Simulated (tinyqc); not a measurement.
# Read current of a NAND string, cells in series solved by shooting, step by step

Computed by the program tinyqc: `OMP_NUM_THREADS=1 python tinyqc.py 2142109 2142110 out.jsonl`, one thread of a shared Intel Xeon 2.30GHz, about 0.6 s for the whole run. Printed values are rounded.

Cells in series, numbered from 0 at the source line (0 V) to the bit line, each followed by a gap resistance Rg. A cell with gate Vg, threshold VT, source Vs and drain Vd passes I = 2 nf K Vt^2 [F(Vs) - F(Vd)]/(1 + th max(Vg - VT, 0)), F(V) = ln^2(1 + exp((Vg - VT - nf V)/(2 nf Vt))). The selected cell has Vg = Vr, the others Vg = Vp.

Inputs (values chosen for the exercise); values of the order met in vertical NAND strings:
```
symbol  value    unit                                 meaning
T         358       K                             temperature
K         7.1  uA/V^2                   gain factor of a cell
nf        2.3                                    slope factor
th        0.2     1/V               mobility reduction factor
Rg         16    kohm     resistance of the gap between cells
Vbl       0.4       V                        bit-line voltage
Vp        7.7       V                            pass voltage
Vr       3.23       V  read voltage on the selected word line
```

Constants: q = 1.602176634e-19 C, kB = 1.380649e-23 J/K, Vt = kB T/q. Results are converted to the units shown.

## Step 1: node voltages for a trial current

first trial current = 0.75 uA
thresholds from the source end, cell 0 to 3 (V): 1.7  -2  -2  3.7

For a trial current I start at 0 V and, cell by cell (the selected one is cell 0), solve for the drain: sqrt(F(Vd)) = sqrt(F(Vs) - I/k), k = 2 nf K Vt^2/(1 + th max(Vg - VT, 0)), Vd = [Vg - VT - 2 nf Vt ln(exp(sqrt F) - 1)]/nf, then add I Rg.

node voltage after each cell and gap, trial 1, cell 0 to 3 (V): 0.109286  0.154288  0.199657  0.266328

## Step 2: node voltages for a trial current

second trial current = 1 uA

As before.

node voltage after each cell and gap, trial 2, cell 0 to 3 (V): 0.149660  0.210163  0.271346  0.364470

## Course of the secant iteration

Secant steps on the end voltage less Vbl, from the two trials; a trial above the saturation current of a cell has no solution and is moved halfway to the previous trial. Stop below 1e-9 V.

Course of the iteration:
```
iteration	I (uA)	end voltage - Vbl (V)	halvings
1	1.09051	1.53e-3	0
2	1.08677	-1.79e-5	0
3	1.08681	-9.03e-9	0
4	1.08681	5.38e-14	0
```

Converged in 4 iterations to I = 1.0868 uA. The selected cell takes 36.7 % of the bit-line voltage and the gaps together 17.4 %.
